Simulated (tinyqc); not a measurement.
Inputs raised by 10 %, one at a time: finite-size error of a charged defect in a periodic cell: Madelung and Makov-Payne terms. Computed by tinyqc, a small Python program. Command: `OMP_NUM_THREADS=1 python tinyqc.py 3004458 3004459 out.jsonl imagecharge sens`. One thread of a shared host (Intel(R) Xeon(R) Processor @ 2.30GHz), about 0.07 s of CPU time with the checks.

L is the cube root of the cell volume. The defect charge is a Gaussian, rho(r) = q (2 pi sigma^2)^(-3/2) exp(-r^2/2 sigma^2), repeated periodically in a uniform neutralising background and screened by a continuum. The model cell energy is E(L) = E_0 + [periodic - isolated electrostatic energy].

Inputs (values chosen for the exercise, with screening close to that of beta-Ga2O3):

| quantity | value | unit |
|---|---|---|
| charge q | -3 | e |
| cell length L | 11.2 | angstrom |
| dielectric constant eps | 9.83 | - |
| axis ratio c/a | 1.02 | - |
| width sigma of the defect charge | 1.7 | angstrom |
| formation energy of the isolated defect E_0 | 3.316 | eV |

Supercell lattice: tetragonal. Screening: isotropic.

Constants: e^2/(4 pi eps_0) = 14.39964548 eV angstrom.

Method:
- Cell vectors: (1,0,0), (0,1,0), (0,0,c/a), scaled to volume L^3.
- Ewald sum for a unit point charge: scale each Cartesian component of the cell by 1/sqrt(eps_i), giving R', G' and V'; E = [ (1/2) sum erfc(eta R')/R' + (2 pi/V') sum exp(-G'^2/4 eta^2)/G'^2 - eta/sqrt(pi) - pi/(2 V' eta^2) ] e^2/(4 pi eps_0) / sqrt(eps_x eps_y eps_z), over n_i = -6..6, omitting n = (0,0,0), eta = 2/V'^(1/3). alpha = -2 E eps_g L/(e^2/(4 pi eps_0)), eps_g = (eps_x eps_y eps_z)^(1/3).
- Periodic energy of the Gaussian: (2 pi q^2/V) sum_(G != 0) exp(-sigma^2 G^2)/(G.eps.G) x e^2/(4 pi eps_0), n_i = -k..k with k = max(9, L/sigma rounded up). Isolated energy: q^2/(2 sqrt(pi) sigma) <1/(n.eps.n)> e^2/(4 pi eps_0), the mean over directions n, here 1/eps.
- Second radial moment Q = q <r^2> = 3 q sigma^2; E(corrected) = E(L) + q^2 alpha e^2/(4 pi eps_0)/(2 eps L) - 2 pi q Q e^2/(4 pi eps_0)/(3 eps L^3). Errors left are the corrected energies less E_0.

Runs:

| input moved | from | to | point-charge correction -q^2 E (eV) | finite-size error (eV) | isolated energy (eV) | error left after the first term (eV) |
|---|---|---|---|---|---|---|
| base run | - | - | 1.6697 | -1.4993 | 2.1877 | 0.17039 |
| cell length L (angstrom) | 11.2 | 12.32 | 1.5179 | -1.3899 | 2.1877 | 0.12802 |
| dielectric constant eps | 9.83 | 10.813 | 1.5179 | -1.3630 | 1.9888 | 0.15490 |
| width sigma of the defect charge (angstrom) | 1.7 | 1.87 | 1.6697 | -1.4636 | 1.9888 | 0.20610 |
| axis ratio c/a | 1.02 | 1.122 | 1.6623 | -1.4920 | 2.1877 | 0.17038 |

Exponents ln(y'/y) / ln(x'/x):

| input | point-charge correction -q^2 E | finite-size error | isolated energy | error left after the first term |
|---|---|---|---|---|
| cell length L | -1.000 | -0.795 | 0 | -2.999 |
| dielectric constant eps | -1.000 | -1.000 | -1 | -1.000 |
| width sigma of the defect charge | 0.000 | -0.253 | -1 | 1.997 |
| axis ratio c/a | -0.046 | -0.052 | 0 | 0.000 |

Which inputs matter most for each result?

Among the inputs moved here: point-charge correction -q^2 E answers most in size to cell length L (exponent -1.000), and about equally to dielectric constant eps (-1.000); its exponent is below 0.0005 for width sigma of the defect charge. Its exponent -1.000 in cell length L: the Madelung term goes as 1/L. Its exponent -1.000 in dielectric constant eps: isotropic screening divides every term by eps. Finite-size error answers most in size to dielectric constant eps (exponent -1.000), next to cell length L (-0.795). Its exponent -1.000 in dielectric constant eps: isotropic screening divides every term by eps. Isolated energy answers most in size to dielectric constant eps (exponent -1.000), and about equally to width sigma of the defect charge (-1.000); its exponent is below 0.0005 for cell length L, axis ratio c/a. Its exponent -1.000 in width sigma of the defect charge: the self-energy goes as 1/sigma. Error left after the first term answers most in size to cell length L (exponent -2.999), next to width sigma of the defect charge (+1.997); its exponent is below 0.0005 for axis ratio c/a. Its exponent -2.999 in cell length L: the third-order term goes as 1/L^3. Its exponent +1.997 in width sigma of the defect charge: the third-order term goes as sigma^2.
